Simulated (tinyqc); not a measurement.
# Metal gate on a two-layer dielectric stack with fixed charge and a dipole, step by step

tinyqc, about 0.01 s, one thread, Intel Xeon 2.30GHz (shared host): `OMP_NUM_THREADS=1 python tinyqc.py 2010129 2010130 out.jsonl` Printed values are rounded.

Gate, layer 2, layer 1, p-type semiconductor; x runs from the gate inwards. Charges are counted in units of +q. psi is the band bending at the surface, positive towards inversion. Classical charge, Boltzmann statistics, no interface traps.

Inputs (values chosen for the exercise); band and dielectric values close to those of silicon, layer 1 close to silicon nitride, layer 2 close to aluminium oxide:
- T = 250 K (temperature)
- Eg = 1.12 eV (band gap)
- eps_r = 11.9 (relative permittivity)
- Nc = 2.14e19 cm^-3 (conduction-band density of states at T)
- Nv = 2.02e19 cm^-3 (valence-band density of states at T)
- chi = 4.02 eV (electron affinity)
- Na = 1.4e18 cm^-3 (acceptor density)
- pM = 4.45 eV (work function of the gate metal)
- t1 = 1.1 nm (thickness of layer 1, next to the semiconductor)
- e1 = 7.63 (relative permittivity of layer 1)
- t2 = 3 nm (thickness of layer 2, next to the gate)
- e2 = 9.03 (relative permittivity of layer 2)
- Q1 = 2.6e11 cm^-2 (fixed charge at the semiconductor interface)
- Q2 = 1.8e11 cm^-2 (fixed charge between the layers)
- r1 = 0 cm^-3 (uniform charge density in layer 1)
- r2 = -1.5e18 cm^-3 (uniform charge density in layer 2)
- Vd = 0.38 V (flat-band shift by a dipole layer between the layers)
- ps = 1.129 V (band bending psi of the working point)

Constants: q = 1.602176634e-19 C, kB = 1.380649e-23 J/K, Vt = kB T/q, eps0 = 8.8541878128e-14 F/cm where lengths are in cm. Results are converted to the units shown.

Range of the model: At the working point ps the carrier density at the surface is 22 times the band density of states, where degeneracy and quantisation, left out here, matter.

## Equivalent thickness and work-function difference

EOT = 3.9 (t1/e1 + t2/e2), Cox = eps0/(t1/e1 + t2/e2); phi_ms = pM - (chi + Eg - Vt ln(Nv/Na)).

EOT = 1.85794 nm
Cox = 1.85859 uF/cm^2
share of layer 1 in the EOT = 30.2623 %
phi_ms = -0.632496 V

## Flat-band voltage, term by term

EOT = 3.9 (t1/e1 + t2/e2), Cox = eps0/(t1/e1 + t2/e2); phi_ms = pM - (chi + Eg - Vt ln(Nv/Na)). Vfb = phi_ms + Vd - (q/eps0) [Q1 (t1/e1 + t2/e2) + Q2 t2/e2 + r1 (t1^2/(2 e1) + t1 t2/e2) + r2 t2^2/(2 e2)]: each charge counts with its electrical distance from the gate.

terms (V): phi_ms -0.632496, dipole 0.380000, Q1 -0.022413, Q2 -0.010821, r1 0.000000, r2 0.013526
Vfb = -0.272204 V

Apart from phi_ms the largest term is that of dipole, 380 mV; all charges and the dipole together move Vfb by 360 mV.

## Threshold voltage

ni = sqrt(Nc Nv) exp(-Eg/(2 Vt)), Eg in volts, pB = Vt ln(Na/ni), Vth = Vfb + 2 pB + sqrt(4 q eps0 eps_r Na pB)/Cox.

ni = 1.06851e8 cm^-3
pB = 0.501875 V
depletion charge = 0.688802 uC/cm^2
Vth = 1.10215 V

## Charge in the semiconductor

ni = sqrt(Nc Nv) exp(-Eg/(2 Vt)), Eg in volts. Qs = -sign(psi) sqrt(2 q eps0 eps_r Na Vt [exp(-u) + u - 1 + (ni/Na)^2 (exp(u) - u - 1)]), u = psi/Vt.

Qs = -1.98342 uC/cm^2

The surface is in strong inversion: psi exceeds 2 Vt ln(Na/ni) = 1.00 V.

## Fields and voltage drops

Gauss: D = -Qs just inside the semiconductor; going towards the gate subtract q Q1, then q r1 t1, q Q2 and q r2 t2. Field = D/(eps0 e); the drop over a layer is its mean field times its thickness; Vg = phi_ms + Vd + psi + both drops.

```
place                        D (uC/cm^2)  field (MV/cm)
layer 2, gate side               1.98503        2.48273
layer 2, inner side              1.91293        2.39256
layer 1, outer side              1.94177        2.87425
layer 1, semiconductor side      1.94177        2.87425
semiconductor surface            1.98342        1.88243
```

drop over layer 2 = 0.731293 V
drop over layer 1 = 0.316167 V
Vg = 1.92396 V

The same Vg follows from Vfb + psi - Qs/Cox. The largest field, 2.87 MV/cm in size, is at: layer 1, outer side.
